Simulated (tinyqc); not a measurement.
Transfer-length model of a contact: one step of the calculation.

A metal contact of length d and width W on a thin layer of the same width. The metal has no resistance, the sheet resistance under it equals Rsh, and current enters the layer at the front edge x = 0.

Problem. Transfer length. A = Lt coth(d/Lt) is solved for Lt, starting from Lt = A. Lt(new) = A tanh(d/Lt).

Parameters, values chosen for the exercise: contact length d = 0.13 um.

A = 0.59376479 um
Lt after iteration 1 = 0.12796186 um

Give: Lt after iteration 2.

Solution.

Lt after iteration 2 = 0.4561 um

tinyqc, about 0.01 s, one thread, Intel Xeon 2.30GHz (shared host): `OMP_NUM_THREADS=1 python tinyqc.py 2760054 2760055 out.jsonl`
